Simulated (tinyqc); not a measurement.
# Worked calculation: p-n diode with diffusion and depletion-layer recombination

tinyqc, about 0.01 s, one thread, Intel Xeon 2.30GHz (shared host): `OMP_NUM_THREADS=1 python tinyqc.py 2260053 2260054 out.jsonl` Printed values are rounded.

Abrupt junction in the depletion approximation, low injection, full ionisation, neutral widths fixed, ohmic contact on the p side. Vj is the junction voltage; where a series resistance Rs is given, V = Vj + J Rs is the terminal voltage.

Parameters, values chosen for the exercise; band and dielectric values close to those of gallium nitride: temperature T = 250 K; band gap Eg = 3.43 eV; relative permittivity eps_r = 9.41; conduction-band density of states at T Nc = 1.73e18 cm^-3; valence-band density of states at T Nv = 3.5e19 cm^-3; acceptor density Na = 2.7e18 cm^-3; donor density Nd = 3.6e16 cm^-3; electron mobility in the p side mun = 160 cm^2/(V s); hole mobility in the n side mup = 20 cm^2/(V s); electron lifetime tn = 7e-7 s; hole lifetime tp = 1e-8 s; neutral width of the p side wp = 32 um; neutral width of the n side wn = 0.57 um; recombination velocity at the n contact Sp = 1e7 cm/s; series resistance Rs = 0.00049 ohm cm^2; trap level above the intrinsic level Et = 0 eV; junction voltage at which recombination is evaluated Vj = 2.5 V; terminal voltage V = 3.27 V.

Constants: q = 1.602176634e-19 C, kB = 1.380649e-23 J/K, Vt = kB T/q, eps0 = 8.8541878128e-14 F/cm where lengths are in cm. Results are converted to the units shown.

Range of the model: At the terminal voltage used the injected minority density exceeds a tenth of the lighter doping, so the low-injection formulas overstate the current.

## Diffusion lengths and saturation currents

ni = sqrt(Nc Nv) exp(-Eg/(2 Vt)), Eg in volts; D = mu Vt; Ln = sqrt(Dn tn), Lp = sqrt(Dp tp); J0n = q ni^2 Dn coth(wp/Ln)/(Ln Na); J0p = (q ni^2 Dp/(Lp Nd)) (s + tanh(wn/Lp))/(1 + s tanh(wn/Lp)), s = Sp Lp/Dp.

ni = 2.08055e-16 cm^-3
Ln = 15.5334 um
Lp = 0.656404 um
J0n = 5.88817e-66 A/cm^2
J0p = 1.80424e-63 A/cm^2

wp/Ln = 2.1 and wn/Lp = 0.87; holes carry 99.7 % of the diffusion current.

## Recombination in the depleted layer

ni = sqrt(Nc Nv) exp(-Eg/(2 Vt)), Eg in volts. Vbi = Vt ln(Na Nd/ni^2), W = sqrt(2 eps0 eps_r (Vbi - Vj)(1/Na + 1/Nd)/q), xp = W Nd/(Na + Nd), xn = W Na/(Na + Nd); u(x) = q Na (x + xp)^2/(2 eps0 eps_r) for x < 0 and Vbi - Vj - q Nd (xn - x)^2/(2 eps0 eps_r) for x > 0; p = Na exp(-u/Vt), n = Nd exp((u - Vbi + Vj)/Vt); U = ni^2 (exp(Vj/Vt) - 1)/(tp (n + ni exp(Et/Vt)) + tn (p + ni exp(-Et/Vt))); J_scr = q times the integral of U from -xp to xn. Trapezoid rule on 16 equal steps.

W = 152.211 nm

```
point	x (nm)	u (V)	n (cm^-3)	p (cm^-3)	U (cm^-3 s^-1)
0	-2.003	0.000000	4.00660	2.7e18	5.72371e6
1	7.510	0.086557	222.686	4.85788e16	3.18123e8
2	17.024	0.177401	15101.7	7.16333e14	2.15738e10
3	26.537	0.261980	7.65698e5	1.41280e13	1.09385e12
4	36.050	0.340294	2.90263e7	3.72690e11	4.14661e13
5	45.563	0.412342	8.22674e8	1.31496e10	1.17420e15
6	55.076	0.478126	1.74327e10	6.20547e8	1.77717e16
7	64.590	0.537644	2.76187e11	3.91684e7	3.87834e15
8	74.103	0.590897	3.27147e12	3.30672e6	3.30648e14
9	83.616	0.637886	2.89723e13	3.73385e5	3.73384e13
10	93.129	0.678609	1.91834e14	56391.6	5.63916e12
11	102.642	0.713067	9.49660e14	11391.2	1.13912e12
12	112.156	0.741260	3.51490e15	3077.70	3.07770e11
13	121.669	0.763187	9.72653e15	1112.20	1.11220e11
14	131.182	0.778850	2.01236e16	537.569	5.37569e10
15	140.695	0.788248	3.11281e16	347.525	3.47525e10
16	150.208	0.791380	3.6e16	300.495	3.00495e10
```

J_scr = 3.54252e-9 A/cm^2

With 2000 steps J_scr = 3.305e-9 A/cm^2; the coarse value is 7.2 % above it. U is largest at x = 55.1 nm among these points; the peak lies where tp n = tn p. On the fine grid U peaks at 1.966e16 cm^-3 s^-1, and J_scr/(q U_max) is 6.89 % of W, the effective width of the recombining zone.

## Starting value

Vj = V/2.

Vj at the start = 1.635 V

## Iteration 1: new Vj

J0 = J0n + J0p = 1.81013e-63 A/cm^2

Diffusion current alone: J = J0 (exp(Vj/Vt) - 1), g = Vj + J Rs - V, g' = 1 + Rs J0 exp(Vj/Vt)/Vt, Vj(new) = Vj - g/g'.

J = 1.65143e-30 A/cm^2
g = -1.635 V
g' = 1
Vj after iteration 1 = 3.27 V

## Iteration 2: new Vj

As before.

J = 1506.64 A/cm^2
g = 0.738251 V
g' = 35.2682
Vj after iteration 2 = 3.24907 V

## Iteration 3: new Vj

As before.

J = 570.201 A/cm^2
g = 0.258466 V
g' = 13.9691
Vj after iteration 3 = 3.23056 V

## Course of the iteration

Stop when the step is below 1e-10 V, or after 80 iterations.

Course of the iteration:
```
iteration	Vj before the step (V)	step (V)
1	1.635	1.64
2	3.27	-0.0209
3	3.24907	-0.0185
4	3.23056	-0.0122
5	3.21841	-3.82e-3
6	3.21460	-2.75e-4
7	3.21432	-1.28e-6
8	3.21432	-2.74e-11
```

Converged in 8 iterations.
